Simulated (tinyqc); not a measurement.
Inside a calculation. Method: Hubbard chain of 4 sites. Computed by tinyqc, a small Python program that keeps every step. Settings: hopping = 0.6, U = 1.4, mixing = 0.2, iteration cap = 76. Command: `OMP_NUM_THREADS=1 python tinyqc.py 29932 29933 out.jsonl` (the two numbers bound the seeds that draw the settings). One thread of a shared host (Intel(R) Xeon(R) Processor @ 2.60GHz), about 0.2 s of CPU time with the checks. Later iterations appear only in the table of the cycle.

## Mean-field iteration 1

one-body matrix (hopping and site energies) (eV):
```
,1,2,3,4
1,0.4700,-0.6000,0.0000,0.0000
2,-0.6000,-0.9500,-0.6000,0.0000
3,0.0000,-0.6000,0.6100,-0.6000
4,0.0000,0.0000,-0.6000,-0.7000
```

U = 1.4000 eV

electrons, up and down: 2  2

mixing = 0.2000

n(up) at the start (a guess, not normalised): 1 0.5000, 2 0.5000, 3 0.5000, 4 0.5000

n(down) at the start (a guess): 1 0.5000, 2 0.5000, 3 0.5000, 4 0.5000

H(up) = T + U n(down), H(down) = T + U n(up); fill the lowest levels; n(new) = n + mixing (n(out) - n); E = tr T (rho up + rho down) + U sum n_up n_down of the output.

levels, up (eV): -0.6879  -0.1487  1.2987  1.7679

levels, down (eV): -0.6879  -0.1487  1.2987  1.7679

energy = -2.3195 eV

n(up) after iteration 1: 1 0.4202, 2 0.5685, 3 0.4335, 4 0.5778

n(down) after iteration 1: 1 0.4202, 2 0.5685, 3 0.4335, 4 0.5778

## Mean-field iteration 2

As before.

levels, up (eV): -0.6314  -0.0593  1.2067  1.7141

levels, down (eV): -0.6314  -0.0593  1.2067  1.7141

energy = -2.4075 eV

n(up) after iteration 2: 1 0.3608, 2 0.6183, 3 0.3858, 4 0.6351

n(down) after iteration 2: 1 0.3608, 2 0.6183, 3 0.3858, 4 0.6351

## Mean-field iteration 3

As before.

levels, up (eV): -0.5941  0.0029  1.1419  1.6792

levels, down (eV): -0.5941  0.0029  1.1419  1.6792

energy = -2.4659 eV

n(up) after iteration 3: 1 0.3178, 2 0.6536, 3 0.3524, 4 0.6762

n(down) after iteration 3: 1 0.3178, 2 0.6536, 3 0.3524, 4 0.6762

## Convergence

Each step fills the lowest levels of T + U n(other spin) and sets n(new) = n + mixing (n(out) - n); stop when output and input agree to 1e-8.

Course of the cycle:
```
iteration,E (eV),largest |n(out) - n(in)|,mean |n_up - n_down|
1,-2.319521,3.99e-01,0.0000
2,-2.407468,2.97e-01,0.0000
3,-2.465939,2.15e-01,0.0000
4,-2.501306,1.53e-01,0.0000
5,-2.520876,1.06e-01,0.0000
6,-2.530903,7.22e-02,0.0000
7,-2.535735,4.86e-02,0.0000
8,-2.537959,3.24e-02,0.0000
9,-2.538951,2.15e-02,0.0000
10,-2.539383,1.42e-02,0.0000
11,-2.539569,9.33e-03,0.0000
...,...,...,...
42,-2.539706,1.03e-07,0.0000
43,-2.539706,8.00e-08,0.0000
44,-2.539706,6.19e-08,0.0000
45,-2.539706,4.79e-08,0.0000
46,-2.539706,3.70e-08,0.0000
47,-2.539706,2.86e-08,0.0000
48,-2.539706,2.21e-08,0.0000
49,-2.539706,1.71e-08,0.0000
50,-2.539706,1.32e-08,0.0000
51,-2.539706,1.02e-08,0.0000
52,-2.539706,7.88e-09,0.0000
```

local moments n_up - n_down: 1 0.0000, 2 0.0000, 3 0.0000, 4 0.0000

Converged in 52 iterations. Before convergence this energy mixes input and output and is not variational, so it may rise towards its limit.

## Exact diagonalisation (36 states)

Lowest levels of the sector, and the double occupancy of the lowest state.

lowest levels (eV): -2.6835  -2.0388  -1.7667  -1.5734  -1.2630  -1.2572

double occupancy per site = 0.2379

The mean-field solution above lies 0.1437 eV above the exact energy.

## The lowest level by Lanczos steps

From a random start vector (not printed): a_j = <q_j|H|q_j>, b_j = norm of the remainder after orthogonalising; the Ritz value is the lowest eigenvalue of the tridiagonal matrix of a and b so far.

Lanczos:
```
j,a_j (eV),b_j (eV),lowest Ritz value (eV)
1,0.7929,1.9026,0.792924
2,1.6248,2.9157,-0.738627
3,1.7567,2.2503,-1.968323
4,1.3745,1.7262,-2.446524
5,0.5808,1.3466,-2.600814
6,-0.1975,1.2506,-2.656771
7,0.6464,1.5971,-2.674689
8,0.9774,1.1557,-2.681318
9,-0.1372,1.3284,-2.682922
10,1.5318,1.3566,-2.683332
```
